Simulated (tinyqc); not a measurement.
Inside a calculation (part 2 of 3). Method: UHF in the 3-21g basis, for H3-, spin multiplicity 1. The basis has no diffuse functions, so it cannot describe the extra electron: this is an exercise in the method, not the real anion. This run ends on a higher stationary point, not on the lowest solution. Computed by tinyqc, a small Python program that keeps every step (integrals from PySCF). Command: `OMP_NUM_THREADS=1 python tinyqc.py 20640 20641 out.jsonl` (the two numbers bound the seeds that draw the settings). One thread of a shared host (Intel(R) Xeon(R) Processor @ 2.60GHz), about 0.3 s of CPU time with the checks.

Geometry (angstrom):
```
atom         x         y         z
H     0.000000  0.000000  0.000000
H     0.000000  0.000000  1.205000
H     0.000000  1.043000  0.602000
```

## Iteration 2: diagonalisation and new density

F(alpha) (hartree):
```
           1H 1s      1H 2s      2H 1s      2H 2s      3H 1s      3H 2s
1H 1s   0.453349  -0.270748  -0.128478  -0.175489  -0.244469  -0.257194
1H 2s  -0.270748  -0.087198  -0.133590  -0.116109  -0.235888  -0.189601
2H 1s  -0.128478  -0.133590   0.681842  -0.153442  -0.229301  -0.209198
2H 2s  -0.175489  -0.116109  -0.153442  -0.000375  -0.231221  -0.167799
3H 1s  -0.244469  -0.235888  -0.229301  -0.231221   0.636712  -0.149268
3H 2s  -0.257194  -0.189601  -0.209198  -0.167799  -0.149268  -0.012383
```

F(beta) (hartree):
```
           1H 1s      1H 2s      2H 1s      2H 2s      3H 1s      3H 2s
1H 1s   0.694797  -0.106888  -0.177994  -0.175539  -0.264870  -0.233591
1H 2s  -0.106888   0.024581  -0.188881  -0.137839  -0.275570  -0.194314
2H 1s  -0.177994  -0.188881   0.587262  -0.220367  -0.159328  -0.170794
2H 2s  -0.175539  -0.137839  -0.220367  -0.048625  -0.198017  -0.140785
3H 1s  -0.264870  -0.275570  -0.159328  -0.198017   0.488639  -0.246547
3H 2s  -0.233591  -0.194314  -0.170794  -0.140785  -0.246547  -0.075436
```

X:
```
           1H 1s      1H 2s      2H 1s      2H 2s      3H 1s      3H 2s
1H 1s   1.245802  -0.499033   0.026900   0.007989   0.026826   0.007939
1H 2s  -0.499033   1.612394   0.007960  -0.360037   0.007953  -0.360607
2H 1s   0.026900   0.007960   1.245801  -0.499012   0.026877   0.007944
2H 2s   0.007989  -0.360037  -0.499012   1.612089   0.007987  -0.360219
3H 1s   0.026826   0.007953   0.026877   0.007987   1.245803  -0.499043
3H 2s   0.007939  -0.360607   0.007944  -0.360219  -0.499043   1.612538
```

Diagonalise F' = X^T F X, C = X C', fill 2 alpha and 2 beta electrons from the bottom; D(s) = C_occ C_occ^T. Each column has its largest component positive (the first on a tie).

F' = X^T F X (alpha) (hartree):
```
           1          2          3          4          5          6
1   0.997619  -0.690797  -0.009417  -0.036279  -0.092405  -0.115385
2  -0.690797   0.474142  -0.017183  -0.059418  -0.103148  -0.152806
3  -0.009417  -0.017183   1.231344  -0.673938  -0.088267  -0.099140
4  -0.036279  -0.059418  -0.673938   0.557722  -0.108979  -0.155677
5  -0.092405  -0.103148  -0.088267  -0.108979   1.145381  -0.588738
6  -0.115385  -0.152806  -0.099140  -0.155677  -0.588738   0.568530
```

orbital energies (alpha) (hartree): MO1 -0.252997, MO2 0.142321, MO3 0.449224, MO4 1.472011, MO5 1.514405, MO6 1.649774

coefficients C (alpha):
```
            MO1        MO2        MO3        MO4        MO5        MO6
1H 1s  0.227622   0.176950  -0.073638   1.268891  -0.321301   0.027623
1H 2s  0.384669   0.964690  -0.447687  -1.223547   0.546054   0.185407
2H 1s  0.128168  -0.170377  -0.092303   0.049998   0.142245   1.313734
2H 2s  0.144078  -0.924934  -0.728950   0.233286  -0.009467  -1.282659
3H 1s  0.175824  -0.051553   0.149967   0.354926   1.267499  -0.118529
3H 2s  0.291674  -0.187267   1.148994  -0.134937  -1.246838   0.310001
```

F' = X^T F X (beta) (hartree):
```
           1          2          3          4          5          6
1   1.194870  -0.579116  -0.050829  -0.064697  -0.111427  -0.117628
2  -0.579116   0.591568  -0.067565  -0.112169  -0.135945  -0.176278
3  -0.050829  -0.067565   1.155911  -0.718100  -0.027805  -0.040876
4  -0.064697  -0.112169  -0.718100   0.509729  -0.053367  -0.079127
5  -0.111427  -0.135945  -0.027805  -0.053367   1.022233  -0.656523
6  -0.117628  -0.176278  -0.040876  -0.079127  -0.656523   0.499606
```

orbital energies (beta) (hartree): MO1 -0.249581, MO2 0.142087, MO3 0.446498, MO4 1.465130, MO5 1.548411, MO6 1.621373

coefficients C (beta):
```
            MO1        MO2        MO3        MO4        MO5        MO6
1H 1s  0.154421  -0.037002   0.153696   0.261566   1.290770   0.138873
1H 2s  0.238401  -0.260136   1.155967  -0.053464  -1.234502  -0.347882
2H 1s  0.155347   0.204708  -0.033658   0.036282   0.170790  -1.305737
2H 2s  0.214574   1.099600  -0.294232   0.234585  -0.002930   1.307892
3H 1s  0.222921  -0.140895  -0.111250   1.291144  -0.229346  -0.032620
3H 2s  0.373312  -0.754513  -0.783860  -1.248862   0.443310  -0.173134
```

D(alpha) after iteration 2:
```
           1H 1s      1H 2s      2H 1s      2H 2s     3H 1s      3H 2s
1H 1s   0.083123   0.258261  -0.000974  -0.130872  0.030899   0.033254
1H 2s   0.258261   1.078596  -0.115058  -0.836851  0.017902  -0.068456
2H 1s  -0.000974  -0.115058   0.045455   0.176053  0.031319   0.069289
2H 2s  -0.130872  -0.836851   0.176053   0.876260  0.073015   0.215233
3H 1s   0.030899   0.017902   0.031319   0.073015  0.033572   0.060938
3H 2s   0.033254  -0.068456   0.069289   0.215233  0.060938   0.120143
```

D(beta) after iteration 2:
```
           1H 1s      1H 2s      2H 1s      2H 2s      3H 1s      3H 2s
1H 1s   0.025215   0.046440   0.016414  -0.007553   0.039637   0.085566
1H 2s   0.046440   0.124506  -0.016217  -0.234891   0.089796   0.285274
2H 1s   0.016414  -0.016217   0.066038   0.258431   0.005788  -0.096462
2H 2s  -0.007553  -0.234891   0.258431   1.255163  -0.107095  -0.749559
3H 1s   0.039637   0.089796   0.005788  -0.107095   0.069545   0.189526
3H 2s   0.085566   0.285274  -0.096462  -0.749559   0.189526   0.708652
```

## Iteration 3: building the Fock matrix

core Hamiltonian H = T + V (hartree):
```
           1H 1s      1H 2s      2H 1s      2H 2s      3H 1s      3H 2s
1H 1s  -1.050058  -1.056316  -0.287663  -0.568457  -0.288282  -0.568935
1H 2s  -1.056316  -1.241685  -0.568415  -0.902087  -0.568955  -0.902556
2H 1s  -0.287663  -0.568415  -1.049876  -1.056200  -0.287861  -0.568568
2H 2s  -0.568457  -0.902087  -1.056200  -1.241554  -0.568630  -0.902237
3H 1s  -0.288282  -0.568955  -0.287861  -0.568630  -1.050144  -1.056371
3H 2s  -0.568935  -0.902556  -0.568568  -0.902237  -1.056371  -1.241746
```

nuclear repulsion = 1.31780761 hartree

Given earlier and not repeated: Two-electron integrals (ij|kl) in chemists' order.

J_ij = sum D_kl (ij|kl) with D = D(alpha) + D(beta), K_ij = sum D_kl (ik|jl) for each spin; F = H + J - K(s); E = tr D H + tr D J / 2 - 0.5 sum_s tr D(s) K(s) + E_nn.

Coulomb J (hartree):
```
          1H 1s     1H 2s     2H 1s     2H 2s     3H 1s     3H 2s
1H 1s  2.032335  1.243693  0.217176  0.590481  0.214821  0.591002
1H 2s  1.243693  1.652488  0.616806  1.105680  0.587615  1.090493
2H 1s  0.217176  0.616806  2.181995  1.324163  0.218452  0.618605
2H 2s  0.590481  1.105680  1.324163  1.723530  0.588898  1.106878
3H 1s  0.214821  0.587615  0.218452  0.588898  2.010824  1.232848
3H 2s  0.591002  1.090493  0.618605  1.106878  1.232848  1.644072
```

exchange K(alpha) (hartree):
```
          1H 1s     1H 2s     2H 1s     2H 2s     3H 1s     3H 2s
1H 1s  0.569339  0.489180  0.066603  0.210087  0.152451  0.274494
1H 2s  0.489180  0.523764  0.189048  0.330286  0.236232  0.371628
2H 1s  0.066603  0.189048  0.449550  0.415101  0.172049  0.271244
2H 2s  0.210087  0.330286  0.415101  0.483977  0.256477  0.382001
3H 1s  0.152451  0.236232  0.172049  0.256477  0.301554  0.311987
3H 2s  0.274494  0.371628  0.271244  0.382001  0.311987  0.406340
```

exchange K(beta) (hartree):
```
          1H 1s     1H 2s     2H 1s     2H 2s     3H 1s     3H 2s
1H 1s  0.251316  0.268850  0.121193  0.200511  0.180578  0.242498
1H 2s  0.268850  0.369808  0.254843  0.351615  0.291180  0.378836
2H 1s  0.121193  0.254843  0.575575  0.504347  0.087923  0.225551
2H 2s  0.200511  0.351615  0.504347  0.547797  0.218221  0.349985
3H 1s  0.180578  0.291180  0.087923  0.218221  0.491075  0.440877
3H 2s  0.242498  0.378836  0.225551  0.349985  0.440877  0.493674
```

F(alpha) (hartree):
```
           1H 1s      1H 2s      2H 1s      2H 2s      3H 1s      3H 2s
1H 1s   0.412937  -0.301804  -0.137090  -0.188063  -0.225911  -0.252428
1H 2s  -0.301804  -0.112960  -0.140657  -0.126694  -0.217572  -0.183691
2H 1s  -0.137090  -0.140657   0.682570  -0.147138  -0.241457  -0.221206
2H 2s  -0.188063  -0.126694  -0.147138  -0.002002  -0.236210  -0.177360
3H 1s  -0.225911  -0.217572  -0.241457  -0.236210   0.659125  -0.135510
3H 2s  -0.252428  -0.183691  -0.221206  -0.177360  -0.135510  -0.004014
```

F(beta) (hartree):
```
           1H 1s      1H 2s      2H 1s      2H 2s      3H 1s      3H 2s
1H 1s   0.730961  -0.081474  -0.191681  -0.178487  -0.254039  -0.220431
1H 2s  -0.081474   0.040995  -0.206452  -0.148022  -0.272520  -0.190899
2H 1s  -0.191681  -0.206452   0.556545  -0.236384  -0.157332  -0.175513
2H 2s  -0.178487  -0.148022  -0.236384  -0.065821  -0.197954  -0.145344
3H 1s  -0.254039  -0.272520  -0.157332  -0.197954   0.469605  -0.264400
3H 2s  -0.220431  -0.190899  -0.175513  -0.145344  -0.264400  -0.091347
```

total energy of this density = -1.34075160 hartree

## Iteration 3: diagonalisation and new density

As before.

F' = X^T F X (alpha) (hartree):
```
           1          2          3          4          5          6
1   0.967341  -0.712015  -0.014347  -0.041380  -0.077490  -0.105010
2  -0.712015   0.448276  -0.020602  -0.061810  -0.086631  -0.138218
3  -0.014347  -0.020602   1.223108  -0.654750  -0.097751  -0.110452
4  -0.041380  -0.061810  -0.654750   0.559029  -0.118006  -0.170403
5  -0.077490  -0.086631  -0.097751  -0.118006   1.165996  -0.584842
6  -0.105010  -0.138218  -0.110452  -0.170403  -0.584842   0.576468
```

orbital energies (alpha) (hartree): MO1 -0.262286, MO2 0.119569, MO3 0.464951, MO4 1.464646, MO5 1.525241, MO6 1.628096

coefficients C (alpha):
```
            MO1        MO2        MO3        MO4        MO5        MO6
1H 1s  0.240292   0.182468  -0.051520   1.297213  -0.159864   0.024905
1H 2s  0.418159   0.993439  -0.311161  -1.286349   0.406940   0.172468
2H 1s  0.128163  -0.158757  -0.102559   0.042206   0.215832   1.304643
2H 2s  0.144969  -0.840168  -0.834709   0.219976  -0.052318  -1.277729
3H 1s  0.161196  -0.078699   0.143304   0.196079   1.294537  -0.188813
3H 2s  0.254167  -0.323199   1.132308   0.028149  -1.232845   0.370625
```

F' = X^T F X (beta) (hartree):
```
           1          2          3          4          5          6
1   1.223884  -0.563440  -0.061248  -0.071751  -0.103395  -0.109265
2  -0.563440   0.608265  -0.080870  -0.124531  -0.131591  -0.172428
3  -0.061248  -0.080870   1.122877  -0.714393  -0.024678  -0.038567
4  -0.071751  -0.124531  -0.714393   0.493100  -0.048260  -0.071824
5  -0.103395  -0.131591  -0.024678  -0.048260   1.011608  -0.673376
6  -0.109265  -0.172428  -0.038567  -0.071824  -0.673376   0.482105
```

orbital energies (beta) (hartree): MO1 -0.256600, MO2 0.117646, MO3 0.462829, MO4 1.468444, MO5 1.557117, MO6 1.592405

coefficients C (beta):
```
            MO1        MO2        MO3        MO4        MO5        MO6
1H 1s  0.141609  -0.019243   0.151616   0.228697   1.242867   0.402737
1H 2s  0.210544  -0.157821   1.190565  -0.017534  -1.130189  -0.586790
2H 1s  0.165916   0.200362  -0.045175   0.029591   0.434914  -1.242121
2H 2s  0.239835   1.059526  -0.397250   0.237047  -0.271023   1.280541
3H 1s  0.223139  -0.157798  -0.094480   1.296197  -0.182989  -0.073548
3H 2s  0.376498  -0.829440  -0.694505  -1.263807   0.439102  -0.084663
```

D(alpha) after iteration 3:
```
           1H 1s      1H 2s      2H 1s      2H 2s      3H 1s      3H 2s
1H 1s   0.091035   0.281751   0.001828  -0.118469   0.024374   0.002101
1H 2s   0.281751   1.161778  -0.104123  -0.774035  -0.010777  -0.214796
2H 1s   0.001828  -0.104123   0.041629   0.151962   0.033153   0.083885
2H 2s  -0.118469  -0.774035   0.151962   0.726898   0.089489   0.308388
3H 1s   0.024374  -0.010777   0.033153   0.089489   0.032178   0.066406
3H 2s   0.002101  -0.214796   0.083885   0.308388   0.066406   0.169058
```

D(beta) after iteration 3:
```
          1H 1s      1H 2s      2H 1s      2H 2s      3H 1s      3H 2s
1H 1s  0.020423   0.032852   0.019640   0.013575   0.034635   0.069276
1H 2s  0.032852   0.069236   0.003311  -0.116720   0.071884   0.210172
2H 1s  0.019640   0.003311   0.067673   0.252081   0.005406  -0.103721
2H 2s  0.013575  -0.116720   0.252081   1.180117  -0.113675  -0.788516
3H 1s  0.034635   0.071884   0.005406  -0.113675   0.074691   0.214895
3H 2s  0.069276   0.210172  -0.103721  -0.788516   0.214895   0.829721
```

## Iteration 4: building the Fock matrix

As before.

Coulomb J (hartree):
```
          1H 1s     1H 2s     2H 1s     2H 2s     3H 1s     3H 2s
1H 1s  2.038064  1.246588  0.216857  0.591516  0.215455  0.592043
1H 2s  1.246588  1.654845  0.612143  1.103912  0.592469  1.093643
2H 1s  0.216857  0.612143  2.154442  1.309614  0.218656  0.614108
2H 2s  0.591516  1.103912  1.309614  1.711216  0.593909  1.107391
3H 1s  0.215455  0.592469  0.218656  0.593909  2.038321  1.247388
3H 2s  0.592043  1.093643  0.614108  1.107391  1.247388  1.656600
```

exchange K(alpha) (hartree):
```
          1H 1s     1H 2s     2H 1s     2H 2s     3H 1s     3H 2s
1H 1s  0.604166  0.512652  0.074979  0.222097  0.136125  0.268380
1H 2s  0.512652  0.539550  0.190787  0.335662  0.222549  0.364319
2H 1s  0.074979  0.190787  0.416755  0.392480  0.179422  0.273436
2H 2s  0.222097  0.335662  0.392480  0.467747  0.261242  0.384824
3H 1s  0.136125  0.222549  0.179422  0.261242  0.303529  0.312844
3H 2s  0.268380  0.364319  0.273436  0.384824  0.312844  0.407457
```

exchange K(beta) (hartree):
```
          1H 1s     1H 2s     2H 1s     2H 2s     3H 1s     3H 2s
1H 1s  0.224011  0.248204  0.131210  0.201838  0.169490  0.228291
1H 2s  0.248204  0.354283  0.263308  0.354574  0.288968  0.372439
2H 1s  0.131210  0.263308  0.569596  0.499818  0.086522  0.224353
2H 2s  0.201838  0.354574  0.499818  0.543293  0.221918  0.351031
3H 1s  0.169490  0.288968  0.086522  0.221918  0.526676  0.465805
3H 2s  0.228291  0.372439  0.224353  0.351031  0.465805  0.511722
```

F(alpha) (hartree):
```
           1H 1s      1H 2s      2H 1s      2H 2s      3H 1s      3H 2s
1H 1s   0.383840  -0.322380  -0.145785  -0.199039  -0.208952  -0.245272
1H 2s  -0.322380  -0.126390  -0.147058  -0.133838  -0.199035  -0.173232
2H 1s  -0.145785  -0.147058   0.687812  -0.139066  -0.248627  -0.227896
2H 2s  -0.199039  -0.133838  -0.139066   0.001915  -0.235964  -0.179670
3H 1s  -0.208952  -0.199035  -0.248627  -0.235964   0.684648  -0.121827
3H 2s  -0.245272  -0.173232  -0.227896  -0.179670  -0.121827   0.007397
```

F(beta) (hartree):
```
           1H 1s      1H 2s      2H 1s      2H 2s      3H 1s      3H 2s
1H 1s   0.763995  -0.057933  -0.202016  -0.178780  -0.242316  -0.205183
1H 2s  -0.057933   0.058878  -0.219579  -0.152750  -0.265454  -0.181353
2H 1s  -0.202016  -0.219579   0.534971  -0.246404  -0.155726  -0.178813
2H 2s  -0.178780  -0.152750  -0.246404  -0.073632  -0.196639  -0.145877
3H 1s  -0.242316  -0.265454  -0.155726  -0.196639   0.461501  -0.274788
3H 2s  -0.205183  -0.181353  -0.178813  -0.145877  -0.274788  -0.096868
```

total energy of this density = -1.35824487 hartree

## Iteration 4: diagonalisation and new density

As before.

F' = X^T F X (alpha) (hartree):
```
           1          2          3          4          5          6
1   0.944564  -0.726939  -0.019459  -0.048303  -0.065041  -0.094871
2  -0.726939   0.435544  -0.025457  -0.068269  -0.071827  -0.123570
3  -0.019459  -0.025457   1.221255  -0.639429  -0.104147  -0.118226
4  -0.048303  -0.068269  -0.639429   0.565993  -0.122888  -0.179165
5  -0.065041  -0.071827  -0.104147  -0.122888   1.192340  -0.585607
6  -0.094871  -0.123570  -0.118226  -0.179165  -0.585607   0.584763
```

orbital energies (alpha) (hartree): MO1 -0.265257, MO2 0.107414, MO3 0.480631, MO4 1.459810, MO5 1.544848, MO6 1.617012

coefficients C (alpha):
```
            MO1        MO2        MO3        MO4        MO5        MO6
1H 1s  0.252563   0.184415  -0.034087  -1.302493  -0.081324   0.023843
1H 2s  0.446841   0.997361  -0.211300   1.313350   0.350680   0.147417
2H 1s  0.127783  -0.151885  -0.107214  -0.037655   0.339396   1.278713
2H 2s  0.146088  -0.773129  -0.903703  -0.213607  -0.162803  -1.264702
3H 1s  0.147950  -0.096928   0.134445  -0.120091   1.281248  -0.311864
3H 2s  0.219191  -0.419868   1.113746  -0.106610  -1.184879   0.478721
```

F' = X^T F X (beta) (hartree):
```
           1          2          3          4          5          6
1   1.250819  -0.551058  -0.069417  -0.077497  -0.096016  -0.100134
2  -0.551058   0.622962  -0.091899  -0.135040  -0.125378  -0.164752
3  -0.069417  -0.091899   1.099064  -0.711246  -0.022148  -0.037707
4  -0.077497  -0.135040  -0.711246   0.487729  -0.045136  -0.068257
5  -0.096016  -0.125378  -0.022148  -0.045136   1.011232  -0.688995
6  -0.100134  -0.164752  -0.037707  -0.068257  -0.688995   0.475270
```

orbital energies (beta) (hartree): MO1 -0.256685, MO2 0.103315, MO3 0.478580, MO4 1.480617, MO5 1.557987, MO6 1.583261

coefficients C (beta):
```
            MO1        MO2        MO3        MO4        MO5        MO6
1H 1s  0.131623  -0.007277   0.146360   0.222830   0.824322  -1.017187
1H 2s  0.188737  -0.080895   1.211987  -0.009850  -0.623476   1.099428
2H 1s  0.175675   0.197960  -0.053053   0.019864   1.041341   0.803091
2H 2s  0.263115   1.020322  -0.468787   0.246841  -0.929546  -0.923212
3H 1s  0.222440  -0.170934  -0.080330   1.296562  -0.101197   0.161783
3H 2s  0.374447  -0.878602  -0.624946  -1.270404   0.405218  -0.168541
```

D(alpha) after iteration 4:
```
           1H 1s      1H 2s      2H 1s      2H 2s      3H 1s      3H 2s
1H 1s   0.097797   0.296783   0.004263  -0.105680   0.019492  -0.022070
1H 2s   0.296783   1.194395  -0.094386  -0.705811  -0.030562  -0.320817
2H 1s   0.004263  -0.094386   0.039398   0.136095   0.033628   0.091781
2H 2s  -0.105680  -0.705811   0.136095   0.619071   0.096552   0.356634
3H 1s   0.019492  -0.030562   0.033628   0.096552   0.031284   0.073126
3H 2s  -0.022070  -0.320817   0.091781   0.356634   0.073126   0.224334
```

D(beta) after iteration 4:
```
          1H 1s      1H 2s      2H 1s      2H 2s      3H 1s      3H 2s
1H 1s  0.017378   0.025431   0.021682   0.027207   0.030522   0.055679
1H 2s  0.025431   0.042165   0.017142  -0.032879   0.055810   0.141746
2H 1s  0.021682   0.017142   0.070050   0.248206   0.005239  -0.108147
2H 2s  0.027207  -0.032879   0.248206   1.110287  -0.115881  -0.797935
3H 1s  0.030522   0.055810   0.005239  -0.115881   0.078698   0.233475
3H 2s  0.055679   0.141746  -0.108147  -0.797935   0.233475   0.912152
```
